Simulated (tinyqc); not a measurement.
Holstein polaron on two sites. Changing the hopping t. Computed by tinyqc, a small Python program. Command: `OMP_NUM_THREADS=1 python tinyqc.py 3023543 3023544 out.jsonl holstein sweep`. One thread of a shared host (Intel(R) Xeon(R) Processor @ 2.30GHz), about 0.02 s of CPU time with the checks.

One electron on sites 1 and 2: H = -t (c1+ c2 + c2+ c1) + hbar omega sum_i b_i+ b_i - g hbar omega sum_i n_i (b_i + b_i+). The symmetric phonon shifts the energy by -g^2 hbar omega/2 and drops out; with b = (b_1 - b_2)/sqrt(2) there remains H = -t sigma_x + hbar omega b+ b - (g hbar omega/sqrt(2)) sigma_z (b + b+). Parity splits it into blocks p = +1 and -1 over phonon numbers n. Zero-point energies are left out. Weights Z refer to mode b alone; the displaced symmetric mode multiplies the full zero-phonon weight by exp(-g^2/2).

Inputs (values chosen for the exercise, for a model dimer): phonon energy hbar omega = 44.1 meV; coupling g = 0.647.

Method. Block p: H_nn = n hbar omega - p t (-1)^n - g^2 hbar omega/2, H_(n,n+1) = -(g hbar omega/sqrt(2)) sqrt(n + 1). Use 60 levels in both blocks; Z = c_0^2 is the weight of n = 0 in the ground state c; the splitting is the lowest odd level less the lowest even one, which without coupling is the smaller of 2t and hbar omega; <sigma_x> = sum (-1)^n c_n^2 measures the kinetic energy.

One run for each value:

| hopping t (meV) | splitting/(2t) | weight Z of n = 0 in mode b | <sigma_x> | mean phonon number in b |
|---|---|---|---|---|
| 2.2 | 0.6568 | 0.8342 | 0.7000 | 0.1838 |
| 4.2 | 0.6537 | 0.8523 | 0.7330 | 0.1638 |
| 7.8 | 0.6434 | 0.8791 | 0.7816 | 0.1341 |
| 15.0 | 0.6057 | 0.9162 | 0.8489 | 0.0929 |
| 28.0 | 0.5032 | 0.9520 | 0.9136 | 0.0531 |
| 53.0 | 0.3383 | 0.9785 | 0.9612 | 0.0238 |
| 99.0 | 0.2011 | 0.9918 | 0.9853 | 0.0090 |
| 190.0 | 0.1103 | 0.9974 | 0.9953 | 0.0029 |
| 350.0 | 0.0613 | 0.9992 | 0.9985 | 0.0009 |

What does the table show, and why?

Over the rows, splitting/(2t) falls from 0.657 to 0.0613 (exponent d ln y / d ln x -0.0072 between the first rows and -0.96 between the last); weight Z of n = 0 in mode b rises from 0.834 to 0.999 (exponent d ln y / d ln x 0.033 between the first rows and 0.0029 between the last); <sigma_x> rises from 0.700 to 0.998 (exponent d ln y / d ln x 0.071 between the first rows and 0.0052 between the last). For t much below hbar omega the ratio tends to exp(-g^2) = 0.658; the first row has 0.657.

Caution (rows 28.0, 53.0, 99.0, 190, 350): with hbar omega below 2t the lowest odd level starts as a one-phonon state, so the splitting here is a softened phonon and not a narrowed hopping.

Extremes, crossings and ranges named in words are read from the listed rows.
